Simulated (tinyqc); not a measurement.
Oxide trap near a transistor channel: two-state multiphonon kinetics, telegraph noise and bias instability. From capture time tau_c back to oxide field F. Computed by tinyqc, a small Python program. Command: `OMP_NUM_THREADS=1 python tinyqc.py 3002961 3002962 out.jsonl oxidetrap inv`. One thread of a shared host (Intel(R) Xeon(R) Processor @ 2.30GHz), about 0.01 s of CPU time with the checks.

An n-channel device under positive gate bias. The trap is empty (state 1) or holds an electron (state 2); both states are parabolas of equal curvature, and the electron reservoir is taken at the Fermi level of the channel.

Inputs (values chosen for the exercise, with an insulator like SiO2 on silicon):

| quantity | value | unit |
|---|---|---|
| trap depth x from the interface | 0.8 | nm |
| tunnel barrier phi_b | 3.22 | eV |
| tunnelling mass m_ox | 0.45 | m_0 |
| trap level above E_F at zero field E_t | 0.28 | eV |
| relaxation energy E_R | 1.4 | eV |
| attempt rate k_0 at the interface | 2e+12 | 1/s |
| temperature T | 300 | K |

Parts treated: one trap.

Constants: hbar^2/(2 m_0) = 3.80998212 eV angstrom^2; k_B = 8.617333262e-05 eV/K.

Method. kappa = sqrt(2 m_ox phi_b)/hbar = sqrt(m_ox phi_b/(hbar^2/2m_0)); attenuation length lambda = 1/(2 kappa); factor exp(-x/lambda) for a rectangular barrier. E_21 = E_t - e F x is the energy of state 2 over state 1; barriers E_c = (E_R + E_21)^2/(4 E_R), E_e = E_c - E_21; tau_c = exp(E_c/k_B T)/(k_0 P), tau_e = exp(E_e/k_B T)/(k_0 P), P the tunnelling factor; occupation f_2 = tau_e/(tau_c + tau_e); 1/tau_0 = 1/tau_c + 1/tau_e.

Problem. A run gave the result below. Find the oxide field F, known to lie between 1.8 and 3.6 MV/cm.

capture time tau_c = 0.04188741 s

Solution.

Each step takes the trial c = (a f_b - b f_a)/(f_b - f_a), f being the result less the target and a, b, c the logarithms of the listed values; c replaces end b, the old b replaces a if the sign of f changed, and otherwise f_a is halved.

Scan of the range:

| oxide field F (MV/cm) | capture time tau_c (s) |
|---|---|
| 1.80 | 0.115294 |
| 2.02 | 0.079532 |
| 2.27 | 0.052425 |
| 2.55 | 0.033088 |
| 2.86 | 0.020040 |
| 3.21 | 0.011494 |
| 3.60 | 0.006266 |

False position (Illinois rule, in the logarithm of the input) inside the bracket:

| step | end a | end b | trial | capture time tau_c (s) |
|---|---|---|---|---|
| 1 | 2.27000 | 2.55000 | 2.41854 | 0.0410330 |
| 2 | 2.27000 | 2.41854 | 2.39724 | 0.0424949 |
| 3 | 2.41854 | 2.39724 | 2.40607 | 0.0418826 |
| 4 | 2.39724 | 2.40607 | 2.40600 | 0.0418874 |
| 5 | 2.39724 | 2.40600 | 2.40600 | 0.0418874 |
| 6 | 2.40600 | 2.40600 | 2.40600 | 0.0418874 |

Capture time tau_c falls at every point of a 13-point scan of the range (every second point is shown), so one value fits; it is bracketed by 2.27 and 2.55. Answer: oxide field F = 2.406 MV/cm.
